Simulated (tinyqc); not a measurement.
Through the transition: BHZ model on a square lattice (one spin block).

h(k) = e0 + d.s with s the Pauli matrices in the basis (E, H), k in units of 1/a: dx = (A/a) sin kx, dy = (A/a) sin ky, dz = M - (2B/a^2)(2 - cos kx - cos ky), e0 = -(2D/a^2)(2 - cos kx - cos ky). The other spin block is h*(-k). For small k this is the continuum model with dz = M - B k^2.

Parameters, chosen for this exercise (of the size used for HgTe wells; shifted at random, so the results belong to these values and not to a real crystal):
- A = 3.81 eV angstrom
- B = -62.6 eV angstrom^2
- D = -47.2 eV angstrom^2
- a = 20 angstrom (grid spacing)

M is varied. Direct gap at Gamma 2|M|; smallest direct gap on kx = 0 to 1 in steps of 0.01; nu = 1 for M/B > 0, else 0; middle gap of a ribbon of 40 rows at kx = 0 (block (A/a) sy/(2i) + (B/a^2) sz + D/a^2 between rows, hard walls).

Against M (meV):
```
M    2|M|  smallest direct gap  nu  ribbon gap
-40  80.0                80.00   1       0.166
-25  50.0                50.00   1       1.144
-15  30.0                30.00   1       3.519
-8   16.0                16.00   1       7.282
-3    6.0                 6.00   1      11.740
3     6.0                 6.00   0      19.215
8    16.0                16.00   0      26.808
15   30.0                30.00   0      38.683
30   60.0                60.00   0      66.355
```

With B < 0, negative M is inverted. There edge states cross the bulk gap: the ribbon gap is 1.144 against 50.0 meV at M = -25 meV, and 11.740 against 6.0 at -3 meV, where the edge states overlap across the whole ribbon and confinement rules, while for positive M confinement raises it above 2|M| (38.68 against 30 meV at M = 15 meV). The smallest direct gap stays at Gamma on all rows.

Computed by tinyqc, a small Python program: `OMP_NUM_THREADS=1 python tinyqc.py 1450076 1450077 out.jsonl` (the numbers bound the seed that draws the inputs); one thread of a shared host (Intel(R) Xeon(R) Processor @ 2.30GHz), about 0.07 s for the whole set of steps.
